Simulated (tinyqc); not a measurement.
Ballistic Schottky-barrier transistor with a two-dimensional channel, WKB contacts: one step of the calculation.

Source Fermi level 0, drain Fermi level -Vd. Far from the contacts Ec = pn - psi, and the gate moves psi one to one; the band edges relax as exp(-x/lam) from pn at the source and pn - Vd at the drain; Ev = Ec - Eg. A carrier of energy w inside the channel band meets at a contact a barrier of height D (the contact edge beyond the channel edge): T = 1 for w >= D, else exp(-S), S = 4 lam sqrt(m/C) [sqrt(D - w) - sqrt(w) arctan sqrt((D - w)/w)], C = hbar^2/(2 m0). The two contacts combine as Ts Td/(Ts + Td - Ts Td).

Task. Transmission of one of the holes. S and T at both contacts for w = w0, and the tunnelling distance lam ln(D/w) at the higher barrier.

Parameters, values chosen for the exercise; channel values close to those of a black phosphorus layer: hole mass mp = 0.16 m0; screening length at the contacts lam = 2.4 nm; energy of one carrier inside the channel band w0 = 0.61 eV.

Constants: q = 1.602176634e-19 C, hbar = 1.054571817e-34 J s, m0 = 9.1093837015e-31 kg, hbar^2/(2 m0) = 0.0380998212 eV nm^2. Results are converted to the units shown.

D for holes (eV): source 0.54000000, drain 0.84000000

Find: S at the source; S at the drain; combined T; tunnelling distance.

Result.

S at the source = 0
S at the drain = 0.97356
combined T = 0.37774
tunnelling distance = 0.76786 nm

Range of the model: No scattering, image-force lowering, channel charge or band-to-band tunnelling; parabolic kappa overstates S deep in the gap.

Computed by the program tinyqc: `OMP_NUM_THREADS=1 python tinyqc.py 2390003 2390004 out.jsonl`, one thread of a shared Intel Xeon 2.30GHz, about 0.5 s for the whole run.
